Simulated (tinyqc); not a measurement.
From results back to parameters: inter-valley coupling by envelope functions against a chain of atomic planes. Two cases, with inputs chosen for the exercise.

Problem. A dot lies across a step of ns planes: a share w on one terrace and 1 - w on the other, whose valley coupling is turned by exp(-2 i phi0 ns), phi0 being the valley phase per plane. The splitting is D0 |w + (1 - w) exp(-2 i phi0 ns)|. It was computed for a hidden w > 1/2.

Case 1.

Values chosen (out of a larger set: near those of the Delta valleys of silicon in a SiGe well; not measured data): D0 = 72.4 micro-eV (splitting on a flat terrace); ns = 2 (height of a step in planes).

phi0 = 1.87633 rad
splitting = 60.2734 micro-eV

Case 2.

Values chosen (out of a larger set: near those of the Delta valleys of silicon in a SiGe well; not measured data): D0 = 157.5 micro-eV (splitting on a flat terrace); ns = 2 (height of a step in planes).

phi0 = 1.86414 rad
splitting = 136.6581 micro-eV

Find: w; least splitting, at w = 1/2.

Solution. Squaring gives 1 - 4 w (1 - w) sin^2(phi0 ns) = (splitting/D0)^2, a quadratic for w; at w = 1/2 the value is D0 |cos(phi0 ns)|.

Case 1.

w = 0.63
least splitting, at w = 1/2 = 59.3 micro-eV

Case 2.

w = 0.72
least splitting, at w = 1/2 = 131.2 micro-eV

Computed by tinyqc, one run a case: `OMP_NUM_THREADS=1 python tinyqc.py N N+1 out.jsonl` with N = 1450638, 1450799; one thread of a shared Intel(R) Xeon(R) Processor @ 2.30GHz, about 0.08 s a run at most.
